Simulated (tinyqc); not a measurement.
Inside a calculation. Model: FinFET, parasitic resistance, capacitance and delay.

Numbers from tinyqc (`OMP_NUM_THREADS=1 python tinyqc.py 2170035 2170036 out.jsonl`; about 0.03 s on one thread of a shared Intel Xeon 2.30GHz). Printed values are rounded.

Nf fins under one contact; each has gated perimeter p = 2 Hf + Wf and cross-section A = Hf Wf; contact width Wc = Nf pf, stack height Hs = Hf. Contact length Lc = CPP - Lg - 2 Lsp, shared by two neighbouring gates. Source and drain sides are equal. The formulas are first-order estimates, not field solutions.

Values chosen for this exercise; values close to those of silicon logic devices:

| symbol | value | unit | meaning |
|---|---|---|---|
| T | 300 | K | temperature |
| Nf | 2 |  | number of fins |
| Hf | 35 | nm | fin height |
| Wf | 5 | nm | fin width |
| pf | 34 | nm | fin pitch |
| CPP | 60 | nm | contacted gate pitch |
| Lg | 14 | nm | gate length |
| Lsp | 7 | nm | spacer length |
| ks | 3.3 |  | relative permittivity of the spacer |
| Hc | 30 | nm | gate height above the channel stack |
| rc | 1.5e-9 | ohm cm^2 | contact resistivity |
| re | 0.00049 | ohm cm | resistivity of the source-drain epitaxy |
| te | 30 | nm | current-carrying depth of the epitaxy |
| rx | 0.00097 | ohm cm | resistivity of the extension |
| Lov | 1.5 | nm | gate overlap |
| Cinv | 2.2 | uF/cm^2 | inversion capacitance |
| vx | 1.4e7 | cm/s | injection velocity |
| mu | 300 | cm^2/(V s) | apparent mobility |
| VT | 0.21 | V | threshold at zero drain voltage |
| dl | 0.028 | V/V | barrier lowering |
| n | 1.27 |  | subthreshold factor |
| Cw | 0.1 | fF | wire load |
| Vdd | 0.8 | V | supply voltage |

Constants: q = 1.602176634e-19 C, kB = 1.380649e-23 J/K, eps0 = 8.8541878128e-12 F/m, Vt = kB T/q. Results are converted to the units shown.

## Geometry and resistances

Epitaxy sheet resistance Rsh = re/te, transfer length LT = sqrt(rc/Rsh), contact Rc = [sqrt(rc Rsh)/Wc] coth(Lc/(2 LT)); extension of one fin Rx = rx Lsp/A. Effective width N p; for equal currents one side has Rc + Rx/N.

Lc = 32 nm
effective width = 150 nm
Rsh = 163.333 ohm
LT = 30.3046 nm
Rc = 150.446 ohm
Rx = 388 ohm
one side times effective width = 51.6669 ohm um

Lc/2 is 0.53 transfer lengths, and Rc is 9.1 % above the area limit rc/(Wc Lc/2). The contact makes up 43.7 % of one side.

## Capacitances

With N fins: gate Cg = Cinv p N Lg; per side, plate Cp = ks eps0 [Wc (Hs + Hc) - N A]/Lsp, top fringe Cf = (2/pi) ks eps0 Wc ln(1 + Lg/(2 Lsp)), overlap Co = Cinv p N Lov. Cs = Cp + Cf + Co. An inverter of two such devices driving an equal one has the load CL = 2 (Cg + 2 Cs) + 4 Cs + Cw (its own drains counted twice for the Miller effect).

Cg = 46.2 aF
Cp = 16.9887 aF
Cf = 0.876753 aF
Co = 4.95 aF
CL = 374.923 aF

The channel capacitance gives 24.6 % of CL, the parasitic parts 48.7 % and the wire 26.7 %.

## Iteration 1: fin currents at Vgs = Vdd, Vds = Vdd/2

I at the start (uA): fin 1 0, fin 2 0

One fin: I = p Q vx u/(1 + |u|^1.8)^(1/1.8), Q = Cinv n Vt ln(1 + exp((Vg' - VT + dl Vd')/(n Vt))), u = Vd' mu/(vx Lg), Vg' = Vgs - v, Vd' = Vds - 2 v, with the drop on each side v = Rc (sum of I) + Rx I. I(new) = I(out).

drop v (mV): fin 1 0, fin 2 0
I(out) (uA): fin 1 136.005, fin 2 136.005
I after iteration 1 (uA): fin 1 136.005, fin 2 136.005

## Iteration 2: fin currents at Vgs = Vdd, Vds = Vdd/2

As before.

drop v (mV): fin 1 93.6930, fin 2 93.6930
I(out) (uA): fin 1 108.966, fin 2 108.966
I after iteration 2 (uA): fin 1 108.966, fin 2 108.966

## Course of the iteration: fin currents at Vgs = Vdd, Vds = Vdd/2

Stop when the largest change of I is below 1e-6 uA, or after 80 iterations.

Course of the iteration:
```
iteration,total I (uA),largest |change| of one entry (uA)
1,272.011,136
2,217.933,27.0
3,229.929,6.00
4,227.360,1.28
5,227.914,0.277
6,227.795,0.0596
7,227.821,0.0128
8,227.815,2.76e-3
9,227.816,5.95e-4
10,227.816,1.28e-4
11,227.816,2.76e-5
12,227.816,5.94e-6
13,227.816,1.28e-6
14,227.816,2.75e-7
```

Converged in 14 iterations. At the end each change is about 0.22 times the one before: linear convergence.

## Effective current, delay and energy

IH = I(Vdd, Vdd/2) = 227.816 uA
IL = I(Vdd/2, Vdd), solved likewise = 83.5628 uA

Ieff = (IH + IL)/2, delay CL Vdd/(2 Ieff), energy CL Vdd^2, with CL the load of an inverter that drives an equal one.

Ieff = 155.689 uA
delay = 0.963259 ps
energy = 239.951 aJ

Without any series resistance Ieff would be 185 uA, so the resistances cost 15.7 %.
